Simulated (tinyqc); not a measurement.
Pariser-Parr-Pople SCF with singles CI, for the molecule C=C1C=CC=C1O (SMILES; centres numbered as the heavy atoms are written), step by step. Computed by tinyqc, a small Python program that keeps every step. Settings: charge = 0, gamma = MN, start = huckel, damping = 0.3, iteration cap = 58, excitations kept = 6. Command: `OMP_NUM_THREADS=1 python tinyqc.py 31883 31884 out.jsonl` (the two numbers bound the seeds that draw the settings). One thread of a shared host (Intel(R) Xeon(R) Processor @ 2.60GHz), about 0.01 s of CPU time with the checks.

Centres (angstrom, eV; a flat drawing with bonds scaled to 1.40 angstrom):
```
centre          x          y  core charge z          W   gamma_rr
1C      -1.497000  -1.523000              1  11.160000  11.130000
2C      -0.365000  -0.700000              1  11.160000  11.130000
3C       0.967000  -1.133000              1  11.160000  11.130000
4C       1.790000   0.000000              1  11.160000  11.130000
5C       0.967000   1.133000              1  11.160000  11.130000
6C      -0.365000   0.700000              1  11.160000  11.130000
7O      -1.497000   1.523000              2  33.000000  21.500000
```

Resonance integrals (eV):
```
i  j       beta
1  2  -2.450000
2  3  -2.450000
3  4  -2.450000
4  5  -2.450000
5  6  -2.450000
6  7  -2.300000
6  2  -2.450000
```

Stop when output and input P, before any damping, agree to 1e-7.

Course of the cycle:
```
iteration         E (eV)  largest |P(out) - P(in)|
1          -116.16711359                  7.11e-01
2          -119.71942300                  2.22e-01
3          -120.73672282                  7.35e-02
4          -121.06186948                  3.22e-02
5          -121.17182632                  1.94e-02
6          -121.21102270                  1.49e-02
7          -121.22587059                  1.10e-02
8          -121.23188216                  7.94e-03
9          -121.23447883                  5.71e-03
10         -121.23566460                  4.09e-03
11         -121.23622983                  2.93e-03
...                  ...                       ...
33         -121.23679288                  2.12e-06
34         -121.23679288                  1.53e-06
35         -121.23679288                  1.10e-06
36         -121.23679288                  7.97e-07
37         -121.23679288                  5.75e-07
38         -121.23679288                  4.15e-07
39         -121.23679288                  2.99e-07
40         -121.23679288                  2.16e-07
41         -121.23679288                  1.56e-07
42         -121.23679288                  1.12e-07
43         -121.23679288                  8.11e-08
```

Can the last value be used, and what does the course show?

Yes. Converged in 43 iterations.
